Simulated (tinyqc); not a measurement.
Gated two-dimensional channel with two bands, quantum capacitance: one step of the calculation.

phi is the Fermi level above the lowest band edge, in volts; Vg is counted from the gate voltage at which an empty channel would have phi = 0. The channel has no thickness; trap charge is -q Dit phi.

Task. Charge and capacitances at the solution. D1 = gv md m0 q/(pi hbar^2), D2 = g2 m2 m0 q/(pi hbar^2) per eV; n1 = D1 Vt ln(1 + exp(phi/Vt)), n2 = D2 Vt ln(1 + exp((phi - E2)/Vt)), n = n1 + n2; Cq = q dn/dphi = q [D1/(1 + exp(-phi/Vt)) + D2/(1 + exp((E2 - phi)/Vt))]. 1/C_G = 1/Cox + 1/(Cq + q Dit); dphi/dVg = Cox/(Cox + Cq + q Dit).

Values chosen for this exercise; lowest band close to that of monolayer MoS2: temperature T = 300 K; in-plane mass md = 0.495 m0; valley degeneracy gv = 2; in-plane mass of a second band, chosen freely m2 = 1 m0; valley degeneracy of that band, chosen freely g2 = 4; second band edge above the first E2 = 0.24 eV; density of traps Dit = 3.6e12 cm^-2 eV^-1.

Constants: q = 1.602176634e-19 C, kB = 1.380649e-23 J/K, hbar = 1.054571817e-34 J s, m0 = 9.1093837015e-31 kg, Vt = kB T/q. Results are converted to the units shown.

converged phi = -0.024629274 V
Cox = 0.67708495 uF/cm^2

Wanted: n; Cq; C_G; dphi/dVg.

Result.

n = 3.489e12 cm^-2
Cq = 18.45 uF/cm^2
C_G = 0.6538 uF/cm^2
dphi/dVg = 0.03436

C_G is 96.6 % of Cox.

Numbers from tinyqc (`OMP_NUM_THREADS=1 python tinyqc.py 2200001 2200002 out.jsonl`; about 0.01 s on one thread of a shared Intel Xeon 2.30GHz).
